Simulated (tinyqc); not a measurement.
Inside a calculation: shallow donor in an anisotropic valley (effective-mass theory). Values are carried at full precision from step to step, so a last printed digit may differ when a step is redone from the rounded ones.

Constants: Ry = 13.60569312 eV; a0 (Bohr radius) = 0.5291772105 angstrom; hbar^2/2m0 = 3.80998211 eV angstrom^2; e^2/(4 pi eps0) = 14.39964547 eV angstrom.

Parameters, chosen for this exercise (near those of 3C SiC; shifted at random, so the results belong to these values and not to a real crystal): ml = 0.69 m0 (longitudinal mass); mt = 0.242 m0 (transverse mass); eps = 9.9 (dielectric constant); a = 18.7 angstrom (trial radius across the axis); b = 12.8 angstrom (trial radius along the axis).

## Hydrogen-like estimates

Ry* = Ry m/eps^2 and a* = a0 eps/m for four choices of one mass: mt, the conductivity mass 3/(1/ml + 2/mt), the density-of-states mass (ml mt^2)^(1/3), and ml.

Estimates:
```
mass               m (m0)  Ry* (meV)  a* (angstrom)
mt                 0.2420      33.59          21.65
conductivity       0.3088      42.87          16.96
density of states  0.3432      47.64          15.27
ml                 0.6900      95.79           7.59
```

## Energy of one trial function

One valley: H = -c [(d2/dx2 + d2/dy2)/mt + (d2/dz2)/ml] - q/(eps r), c = hbar^2/2m0, q = e^2/(4 pi eps0). Trial function exp(-sqrt((x^2 + y^2)/a^2 + z^2/b^2)) with a > b: T = (c/3)(2/(mt a^2) + 1/(ml b^2)), V = -(q/eps) atan(u/b)/u, u = sqrt(a^2 - b^2). The central cell of the impurity is left out.

Evaluate T, V and E. Scaling both radii by f changes T to T/f^2 and V to V/f, so the best factor is f = -2T/V, with energy -V^2/(4T).

T = 41.249 meV
V = -87.156 meV
E = -45.908 meV
best scale factor = 0.9465
energy after scaling = -46.039 meV

The virial ratio -V/T is 2.113; it is 2 at the best scale. Scaling gains 0.132 meV.

## Scan over the shape

For each ratio b/a = 0.2, 0.3, ..., 0.9 the best scale follows from a = -2 T1/V1, with T1 and V1 taken at a = 1 angstrom.

Scan:
```
b/a  a (angstrom)  b (angstrom)  E (meV)
0.2         55.59         11.12  -18.284
0.3         32.06          9.62  -30.106
0.4         23.92          9.57  -38.464
0.5         20.31         10.15  -43.305
0.6         18.52         11.11  -45.527
0.7         17.60         12.32  -46.036
0.8         17.14         13.71  -45.497
0.9         16.97         15.27  -44.350
```

The best listed ratio is 0.7; (mt/ml)^(1/2) = 0.59 and (mt/ml)^(1/3) = 0.71 are common guesses.

## The minimum

Minimise over a and b. The Mott estimate n_c = (0.25/a_m)^3 uses a_m = (a^2 b)^(1/3); 1/angstrom^3 = 1e24/cm^3.

a = 17.66 angstrom
b = 12.19 angstrom
E = -46.041 meV
a_m = 15.61 angstrom
n_c = 4.11 x 1e18/cm^3

b/a = 0.690. The binding energy is 1.370 times Ry*(mt). The central cell of a real donor shrinks the orbit and raises n_c.

## Checks

- Energy from 21 anisotropic Gaussians against the two-parameter function, meV: -46.06 against -46.04.

Program tinyqc; command `OMP_NUM_THREADS=1 python tinyqc.py 1280510 1280511 out.jsonl`; about 0.01 s on one thread of a shared Intel(R) Xeon(R) Processor @ 2.30GHz.
